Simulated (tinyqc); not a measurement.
From results back to parameters: band gaps under pressure and temperature from deformation potentials. Three cases, with inputs chosen for the exercise.

Problem. A gap moves by a ln(V/V0) with V/V0 = (1 + Bp P/B0)^(-1/Bp). B0 and the shifts at two pressures are given.

Find: ratio of the shifts; Bp; a.

Method. The ratio of the shifts, ln(1 + Bp P2/B0)/ln(1 + Bp P1/B0), falls steadily from P2/P1 as Bp grows and so fixes Bp; then a = -shift x Bp/ln(1 + Bp P/B0).

Case 1.

Values chosen (out of a larger set: near those of Ge, the X and L potentials typical of such crystals; not measured data): P12 = (4, 8) GPa (two pressures).

B0 = 73.8000 GPa

shifts at the two pressures (eV): 0.4598218  0.8377272

Solution.

ratio of the shifts = 1.8219
Bp = 4.45
a = -9.47 eV

Case 2.

Values chosen (out of a larger set: near those of GaSb, the X and L potentials typical of such crystals; not measured data): P12 = (2, 3) GPa (two pressures).

B0 = 55.7000 GPa

shifts at the two pressures (eV): 0.2742093  0.3964749

Solution.

ratio of the shifts = 1.4459
Bp = 4.82
a = -8.28 eV

Case 3.

Values chosen (out of a larger set: near those of GaAs, the X and L potentials typical of such crystals; not measured data): P12 = (4, 5) GPa (two pressures).

B0 = 78.4000 GPa

shifts at the two pressures (eV): 0.3913701  0.4781186

Solution.

ratio of the shifts = 1.2217
Bp = 4.33
a = -8.49 eV

Computed by tinyqc, one run a case: `OMP_NUM_THREADS=1 python tinyqc.py N N+1 out.jsonl` with N = 1050235, 1050239, 1050268; one thread of a shared Intel(R) Xeon(R) Processor @ 2.30GHz, about 0.01 s a run at most.
